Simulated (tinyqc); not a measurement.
Valence-band offset from core levels (Kraut method), with the dipole against the affinity rule: two steps of the calculation.

Binding energies are counted downwards from the Fermi level. dEv > 0 means that the valence edge of B lies below that of A, dEc > 0 that the conduction edge of B lies above that of A; dEc + dEv = EgB - EgA. The spectra are made-up values treated as data.

Values chosen for this exercise; gaps and affinities close to those of gallium nitride (A) and hafnium oxide (B): electron affinity of A chiA = 4.15 eV; electron affinity of B chiB = 2.41 eV; relative permittivity inside the dipole layer ei = 6.1; thickness of the dipole layer dd = 0.2 nm; background counts in the gap bg = 51.

Constants: q = 1.602176634e-19 C, eps0 = 8.8541878128e-14 F/cm where lengths are in cm. Results are converted to the units shown.

Task 1. Valence-band maximum of bare A. Fit a straight line to the leading edge by least squares; the maximum vA lies where it meets the background.

| point | binding energy (eV) | counts on the leading edge |
|---|---|---|
| 0 | 2.06 | 302 |
| 1 | 2.18 | 415 |
| 2 | 2.3 | 552 |
| 3 | 2.42 | 651 |
| 4 | 2.54 | 772 |
| 5 | 2.66 | 919 |

Give: slope; intercept; vA.

Result 1.

slope = 1013 counts/eV
intercept = -1789 counts
vA = 1.816 eV

Task 2. Interface dipole. The affinity rule gives dEc(0) = chiA - chiB; the dipole step is D = dEc - dEc(0), and two sheets of opposite charge dd apart hold N = eps0 ei |D|/(q dd).

dEc = 1.7262867 eV

Wanted: dEc(0); D; N; field in the dipole layer.

Result 2.

dEc(0) = 1.740 eV
D = -0.01371 eV
N = 2.311e12 cm^-2
field in the dipole layer = 0.6857 MV/cm

N is 0.0033 elementary charges for each of about 7e14 surface atoms per cm^2.

Computed by the program tinyqc: `OMP_NUM_THREADS=1 python tinyqc.py 2410093 2410094 out.jsonl`, one thread of a shared Intel Xeon 2.30GHz, about 0.01 s for the whole run.
